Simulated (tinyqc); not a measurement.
Input admittance of a MOSFET at zero drain bias: distributed channel and distributed gate: one step of the calculation.

Source and drain grounded, strong inversion, w = 2 pi f, Cox = eps0 eox/tox. The channel is an RC line of resistance 1/(mu Cox Vo) per square fed from both ends, so one finger has the intrinsic admittance y = i w Cox L tanh(g)/g per width, g = (1/2) sqrt(i w tau), tau = L^2/(mu Vo). The vertical resistance rv/L is in series with y, the overlaps 2 i w Cov in parallel: y_t = 1/(1/y + rv/L) + 2 i w Cov. The gate strip is a line of Rsh/L per length loaded by y_t, so a finger has Y = y_t Wf tanh(k)/k, k = (Wf/sd) sqrt(y_t Rsh/L); the device has Nf Y.

Question. Admittance of the channel and stack per width. tau, g, c = Cox L, y and y_t as defined.

Parameters, values chosen for the exercise; values of the order met in silicon radio-frequency transistors:
- eox = 7.53 (relative permittivity of the gate insulator (close to silicon nitride))
- tox = 12 nm (insulator thickness)
- L = 0.65 um (channel length)
- mu = 120 cm^2/(V s) (channel mobility)
- Vo = 0.34 V (gate overdrive)
- rv = 0 ohm um^2 (vertical resistivity of the gate stack)
- Cov = 0.33 fF/um (overlap and fringe capacitance on each side)
- f = 4.3 GHz (frequency)

Constants: eps0 = 8.8541878128e-14 F/cm where lengths are in cm. Results are converted to the units shown.

Wanted: tau; g; c; y; y_t.

Answer.

tau = 103.6 ps
g = 0.5914+0.5914i
c = 3.611 fF/um
y = 21.08+91.68i uS/um
y_t = 21.1+109.5i uS/um

w tau = 2.80, and Im y is 0.940 of w c.

Computed by the program tinyqc: `OMP_NUM_THREADS=1 python tinyqc.py 2262125 2262126 out.jsonl`, one thread of a shared Intel Xeon 2.30GHz, about 0.01 s for the whole run.
